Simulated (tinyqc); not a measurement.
Inside a calculation. Method: MP2 on RHF in the 6-311g basis, for H2, spin multiplicity 1. One step of it, computed by the program tinyqc.

Task: Orthogonalisation. S = U s U^T; symmetric (Loewdin) form X = U s^(-1/2) U^T, so that X^T S X = 1.

overlap S, order 1H 1s, 1H 2s, 1H 3s, 2H 1s, 2H 2s, 2H 3s:
```
[[1.000000, 0.706377, 0.373664, 0.188452, 0.366801, 0.293884],
 [0.706377, 1.000000, 0.788963, 0.366801, 0.662011, 0.647397],
 [0.373664, 0.788963, 1.000000, 0.293884, 0.647397, 0.878045],
 [0.188452, 0.366801, 0.293884, 1.000000, 0.706377, 0.373664],
 [0.366801, 0.662011, 0.647397, 0.706377, 1.000000, 0.788963],
 [0.293884, 0.647397, 0.878045, 0.373664, 0.788963, 1.000000]]
```

Give: eigenvalues of S; X.

Result:

eigenvalues of S: [0.038, 0.135, 0.223, 0.804, 1.010, 3.789]

X, order 1H 1s, 1H 2s, 1H 3s, 2H 1s, 2H 2s, 2H 3s:
```
[[1.376, -0.754, 0.216, 0.022, -0.010, -0.037],
 [-0.754, 2.308, -1.110, -0.010, -0.530, 0.342],
 [0.216, -1.110, 2.600, -0.037, 0.342, -1.427],
 [0.022, -0.010, -0.037, 1.376, -0.754, 0.216],
 [-0.010, -0.530, 0.342, -0.754, 2.308, -1.110],
 [-0.037, 0.342, -1.427, 0.216, -1.110, 2.600]]
```
